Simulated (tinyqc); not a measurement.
Grain growth, pinning, strength and diffusional creep of a polycrystal or thin film. Changing the anneal temperature T. Computed by tinyqc, a small Python program. Command: `OMP_NUM_THREADS=1 python tinyqc.py 3014270 3014271 out.jsonl grain sweep`. One thread of a shared host (Intel(R) Xeon(R) Processor @ 2.30GHz), about 0.01 s of CPU time with the checks.

One mean grain size d describes the structure.

Inputs (values chosen for the exercise, modelled on gold):

| quantity | value | unit |
|---|---|---|
| shear modulus G | 25.8 | GPa |
| Burgers vector b | 2.884 | angstrom |
| atomic volume Omega | 16.96 | angstrom^3 |
| boundary energy gamma | 0.4 | J/m^2 |
| mobility prefactor M0 | 7.1e-06 | m^4/(J s) |
| activation energy of boundary motion Q_m | 1.16 | eV |
| anneal time t | 2400 | s |
| initial grain size d0 | 31 | nm |
| particle volume fraction f | 0.00026 | - |
| particle radius r | 24 | nm |
| film thickness h | 330 | nm |
| surface energy gamma_s | 0.98 | J/m^2 |
| friction stress sigma_0 | 20 | MPa |
| Hall-Petch slope k_y | 0.087 | MPa m^0.5 |
| lattice diffusion energy Q_l | 1.85 | eV |
| boundary diffusion energy Q_b | 0.912 | eV |
| lattice prefactor D0 | 1.8e-05 | m^2/s |
| boundary prefactor delta D0b | 1e-14 | m^3/s |
| applied stress sigma | 24 | MPa |
| service temperature T_c | 583 | K |

Sample: thin film on a substrate.

Constants: k_B = 8.617333262e-05 eV/K; k_B = 1.380649e-23 J/K.

Method:
- M = M0 exp(-Q_m/(k_B T)). The driving pressure is 2 gamma/d. Zener pinning pressure 3 f gamma/(2 r) stops growth at d_Z = 4 r/(3 f). Grooves where boundaries meet the surface have the angle theta = arcsin(gamma/(2 gamma_s)) and are taken to stop growth at d_h = h/(2 theta), a few film thicknesses; the limit is 1/d_lim = 1/d_Z + 1/d_h.
- dd/dt = 2 M gamma (1/d - 1/d_lim) integrates to 2 M gamma t = d_lim (d0 - d) + d_lim^2 ln[(d_lim - d0)/(d_lim - d)]; without pinning d^2 = d0^2 + 4 M gamma t.
- Hall-Petch term k_y/sqrt(d). Orowan term 3.06 x 0.4 G b ln(2 rbar/b)/(pi lambda sqrt(1 - nu)) with nu = 1/3, rbar = sqrt(2/3) r, lambda = rbar (sqrt(pi/f) - 2). Film term (threading dislocation, matched substrate, the geometry of an fcc (111) film taken for all cases): 3.464 G b ln(2 h/b)/(4 pi (1 - nu) h). The terms are added to sigma_0.
- Nabarro-Herring rate = 14 sigma Omega D_l/(k_B T d^2), D_l = D0 exp(-Q_l/(k_B T)); Coble rate = 14 pi sigma Omega delta D_b/(k_B T d^3), delta D_b = delta D0b exp(-Q_b/(k_B T)); they are equal at d_x = pi delta D_b/D_l.

One run for each value:

| anneal temperature T (K) | grain size d (nm) | size without pinning (nm) | yield stress (MPa) | time to 1 % strain (s) |
|---|---|---|---|---|
| 356 | 31.0 | 31 | 594.4 | 1.027e-03 |
| 397 | 31.8 | 32 | 588.4 | 1.105e-03 |
| 438 | 46.1 | 47 | 505.5 | 3.374e-03 |
| 480 | 130.1 | 138 | 341.6 | 7.575e-02 |
| 521 | 340.3 | 406 | 249.5 | 1.356e+00 |
| 563 | 652.5 | 1062 | 208.1 | 9.559e+00 |
| 604 | 794.3 | 2390 | 198.0 | 1.724e+01 |
| 646 | 797.6 | 4931 | 197.8 | 1.746e+01 |
| 687 | 797.6 | 9183 | 197.8 | 1.746e+01 |

Over the rows, grain size d (nm) rises from 31.0 to 798; size without pinning (nm) rises from 31.0 to 9180 (exponent d ln y / d ln x 0.23 between the first rows and 10 between the last); yield stress (MPa) falls from 594 to 198.

Caution (rows 356, 397, 438, 480): the grains are smaller than the film is thick, so they are not columnar, and the groove drag and film term are overstated. Caution (rows 356, 397, 438, 480, 521, 563): T_c is above the anneal temperature, so the grains would go on growing in service.
